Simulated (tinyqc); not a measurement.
Worked calculation: band folding and unfolding in a supercell of a chain. Values are carried at full precision from step to step, so a last printed digit may differ when a step is redone from the rounded ones.

A chain with hopping -t and n = 6 sites a supercell. H(K) has v_j on the diagonal, -t between neighbours and -t exp(2 pi i K) on the bond that closes the cell (from the last site to the first of the next cell). The point K holds the n wave vectors k_m = (K + m)/n of the primitive zone, in 2 pi/a, m = 0 to n - 1, with E0 = -2t cos(2 pi k_m). The unfolding weight of a state c on k_m is |sum_j c_j exp(-2 pi i k_m j)|^2/n, j = 0 to n - 1.

Parameters, chosen for this exercise:
- t = 0.92 eV (hopping)
- v = (0.36, -0.36, -0.36, 0.36, -0.36, 0.36) eV (site energies in the supercell)
- Kq = 0.05 2 pi/(n a) (wave vector in the small zone)

## Folded levels and Fourier components

List k_m and E0; V_q = (1/n) sum_j v_j exp(-2 pi i q j/n) couples k_m to k_(m+q).

Folded band:

| m | k_m (2 pi/a) | E0 (eV) |
|---|---|---|
| 0 | 0.0083 | -1.8375 |
| 1 | 0.1750 | -0.8353 |
| 2 | 0.3417 | 1.0021 |
| 3 | 0.5083 | 1.8375 |
| 4 | 0.6750 | 0.8353 |
| 5 | 0.8417 | -1.0021 |

V_0, V_1, ... (eV): 0.0000  0.0600+0.1039i  0.1800+0.1039i  -0.1200

## Supercell Hamiltonian

Fill in H(K).

H (eV), lower triangle (Hermitian):
```
                 1        2        3        4        5       6
1           0.3600
2          -0.9200  -0.3600
3                0  -0.9200  -0.3600
4                0        0  -0.9200   0.3600
5                0        0        0  -0.9200  -0.3600
6  -0.8750-0.2843i        0        0        0  -0.9200  0.3600
```

## Levels and unfolding weights

Diagonalise and project each state on the k_m.

levels (eV): -1.9025  -1.1536  -0.7189  0.7189  1.1536  1.9025

weights:
```
     level 1  level 2  level 3  level 4  level 5  level 6
m=0    0.956    0.020    0.011    0.006    0.005    0.001
m=1    0.014    0.305    0.664    0.008    0.003    0.005
m=2    0.005    0.003    0.007    0.303    0.663    0.019
m=3    0.001    0.005    0.006    0.011    0.020    0.956
m=4    0.005    0.003    0.008    0.664    0.305    0.014
m=5    0.019    0.663    0.303    0.007    0.003    0.005
```

The purest state keeps 95.6 % on one k and the most mixed (level 2 and 5) 66.3 %; rows and columns each add to one.

## Moments of the spectral function

For each k_m: mean sum_i W E_i and variance sum_i W E_i^2 less the mean squared. The mean must be E0 plus the average of v, and the variance that of v.

Moments:

| m | mean (eV) | variance (eV^2) |
|---|---|---|
| 0 | -1.837 | 0.130 |
| 1 | -0.835 | 0.130 |
| 2 | 1.002 | 0.130 |
| 3 | 1.837 | 0.130 |
| 4 | 0.835 | 0.130 |
| 5 | -1.002 | 0.130 |

The average of v is 0.0000 eV and its variance 0.1296 eV^2: the virtual crystal gives the mean, and the variance is the spread of weight over several levels that it leaves out.

## Checks

- Variance of the spectral function against the variance of v: they agree to 1e-10 or better.
- Levels for v = 0 against the folded band: they agree to 1e-10 or better.

Run: tinyqc, `OMP_NUM_THREADS=1 python tinyqc.py 1452731 1452732 out.jsonl`; Intel(R) Xeon(R) Processor @ 2.30GHz, one thread, shared host; about 0.01 s of CPU time with all checks.
